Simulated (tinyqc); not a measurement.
Gate length: charge control and current of a heterostructure field-effect transistor. Computed by tinyqc, a small Python program. Command: `OMP_NUM_THREADS=1 python tinyqc.py 3003422 3003423 out.jsonl hemt walk`. One thread of a shared host (Intel(R) Xeon(R) Processor @ 2.30GHz), about 0.01 s of CPU time with the checks.

Two subbands in a triangular well; E_F is counted from the conduction band edge of the channel at the interface.

Inputs (values chosen for the exercise, modelled on AlGaAs/GaAs):
```
quantity                                  value        unit
channel mass m                            0.066         m_0
permittivity eps (barrier and channel)     12.2           -
barrier thickness d                          23          nm
Schottky barrier phi_B                      0.9          eV
conduction band offset dE_c                0.26          eV
delta-doping density N_d                3.4e+12      1/cm^2
gate voltage V_G                              0           V
mobility mu                                8000  cm^2/(V s)
saturation velocity v_s                     1.7    1e7 cm/s
gate length L                                99          nm
source resistance R_S                      0.29      ohm mm
temperature T                                77           K
mixing                                      0.5           -
iteration cap                               200           -
spacer between delta layer and channel      2.2          nm
```

Charge source: delta doping. Velocity law: smooth.

Constants: e = 1.602176634e-19 C; eps_0 = 8.8541878128e-12 F/m; k_B = 8.617333262e-05 eV/K; hbar = 1.054571817e-34 J s; m_0 = 9.1093837015e-31 kg; k_B = 1.380649e-23 J/K.

Method:
- Threshold V_T = phi_B - dE_c - e N_d (d - spacer)/(eps eps_0) (in volts); C_b = eps eps_0/d.
- Charge control: n_s = C_b (V_G - V_T - E_F/e)/e. Well: mean field F = e n_s/(2 eps eps_0), E_i = (hbar^2/2m)^(1/3) [(3 pi e F/2)(i + 3/4)]^(2/3), i = 0, 1; n_s = D k_B T sum_i ln(1 + exp((E_F - E_i)/k_B T)), D = m/(pi hbar^2), which is solved in closed form for E_F.
- Iteration from n_s = C_b (V_G - V_T)/(2e): E_F from n_s, n_out from the charge control, n_new = n_s + mixing (n_out - n_s), kept above n_s/10; stop when |n_out/n_s - 1| < 1e-9.
- C_g = e dn_s/dV_G = 1/(1/C_b + 1/C_q), 1/C_q = d(E_F/e)/d(e n_s) by a central difference of +/- 0.1 % in n_s; added distance dd = eps eps_0/C_q.
- With V = e n_s/C_g and V_c = v_s L/mu: for v = mu F/(1 + mu F/v_s), V_Dsat = V_c (sqrt(1 + 2V/V_c) - 1) and I/W = C_g v_s (V - V_Dsat); g_m = dI/dV; extrinsic g_m/(1 + g_m R_S); f_T = g_m/(2 pi C_g L).

sheet density n_s = 9.02688e+11 1/cm^2

gate capacitance C_g = 0.373943 microfarad/cm^2

V = 0.386762 V

Scaling; the last columns are v_s/(2 pi L) and mu V/(2 pi L^2):
```
L (nm)  I/W (mA/mm)  g_m (mS/mm)  extrinsic g_m (mS/mm)   f_T (GHz)  velocity limit (GHz)  mobility limit (GHz)
30           205.09       578.23                 495.19  8.2034e+02                901.88            5.4716e+04
60           190.32       554.75                 477.87  3.9352e+02                450.94            1.3679e+04
120          171.33       522.14                 453.47  1.8519e+02                225.47            3.4197e+03
250          146.42       474.55                 417.14  8.0790e+01                108.23            7.8790e+02
500          119.05       414.78                 370.25  3.5307e+01                 54.11            1.9698e+02
1000          89.96       340.59                 309.97  1.4496e+01                 27.06            4.9244e+01
2000          62.34       257.15                 239.30  5.4723e+00                 13.53            1.2311e+01
5000          33.41       152.11                 145.68  1.2948e+00                  5.41            1.9698e+00
```

What follows from these numbers?

f_T scales as L^-1.06 at the short end and L^-1.57 at the long end; the two limits cross at L = mu V/v_s = 1820 nm. g_m tends to C_g v_s = 636 mS/mm, and R_S cuts it by 14 % at the shortest gate. Fringe capacitances and short-channel effects, left out, lower f_T once L is below about ten barrier thicknesses.

Extremes, crossings and ranges named in words are read from the listed rows.
